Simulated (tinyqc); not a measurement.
The choice of windows: ionisation potential and affinity of a slab from the planar-averaged potential.

A model of the planar-averaged electrostatic energy of an electron in a periodic cell of N1 periods of A (L1 = N1 n1 h) and N2 periods of vacuum (L2 = N2 n2 h), on z_j = j h: V(z) = f VA + (1 - f) VB + F t(z), VA = V1[0] + V1[1] cos(2 pi z/(n1 h)) + V1[2] cos(4 pi z/(n1 h)), VB the same with V2, n2 and z - L1. f = [tanh(z/w) - tanh((z - L1)/w) + tanh((z - L1 - L2)/w)]/2 + 1/2; t(z) = z - L1/2 in A and (L1/L2)(L1 + L2/2 - z) beyond, so that the cell is periodic.

Running mean over n points, periodic: for odd n the plain mean of the n points centred on j; for even n the n + 1 points with half weight at both ends. The macroscopic average applies the mean over n1 points and then over n2 points.

Parameters, chosen for this exercise (gap near that of GaN; shifted at random, so the results belong to these values and not to a real crystal): h = 0.3 angstrom (grid step); n1 = 5 (grid points per period of A); n2 = 7 (grid points per period of the vacuum filter); N1 = 5 (periods of A); N2 = 5 (periods of vacuum); V1 = (-7.2, 1.78, 1) eV (mean and two harmonics of the potential in A); V2 = (0, 0, 0) eV (the same in vacuum); w = 0.48 angstrom (width of the interfaces); F = -0.025 eV/angstrom (slope in A from opposite charges on the two interfaces).

dV read at j = 12 and 42 after means over the numbers of points listed; ripple is the spread over the five points around each.

Results:

| windows | dV (eV) | ripple in A (meV) | ripple in vacuum (meV) |
|---|---|---|---|
| none | 8.325 | 3934 | 21 |
| 5 only | 7.194 | 30 | 21 |
| 7 only | 6.833 | 668 | 21 |
| 6 only | 6.983 | 383 | 21 |
| 6, 8 | 7.225 | 95 | 21 |
| 5, 7 | 7.193 | 30 | 21 |

Which rows can be used, and how does a wrong window show?

The last row matches both periods and lies -7 meV from the value of a thick cell, V2[0] - V1[0] = 7.200 eV. Against it the raw potential errs by +1.13 eV. Within 20 meV of it lie: 5 only. A window one point too long leaves a ripple of 383 meV in A, against 30 meV in the last row (of which the slope F makes 30 meV): the ripple is the sign to look for. Rows to use, with under 30 meV of ripple in both regions once the tilt is taken off: 5 only and 5, 7. A row with a large ripple can hit the right value only by chance.

tinyqc: `OMP_NUM_THREADS=1 python tinyqc.py 1850736 1850737 out.jsonl`; about 0.01 s, one thread, shared Intel(R) Xeon(R) Processor @ 2.30GHz.
